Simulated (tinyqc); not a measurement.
# Sheet resistance and contact resistivity from two gaps

Question. A circular structure with r0 >> Lt has R = (Rsh/2 pi) [Lt (1/r0 + 1/r1) + ln(r1/r0)], r1 = r0 + sp, Lt = sqrt(rc/Rsh). Find Rsh, Lt and rc.

Values chosen for this exercise:
```
symbol,value,unit,meaning
r0,0.43,um,radius of the inner contact
```

R at sp = 0.086 and 0.39 um (ohm): 97.012599  174.99661

Answer. R is linear in Rsh and Rsh Lt, so two gaps give both.

Rsh = 1.20e3 ohm/sq
Lt = 0.0764 um
rc = 7.00e-8 ohm cm^2

Computed by the program tinyqc: `OMP_NUM_THREADS=1 python tinyqc.py 2760153 2760154 out.jsonl`, one thread of a shared Intel Xeon 2.30GHz, about 0.01 s for the whole run.
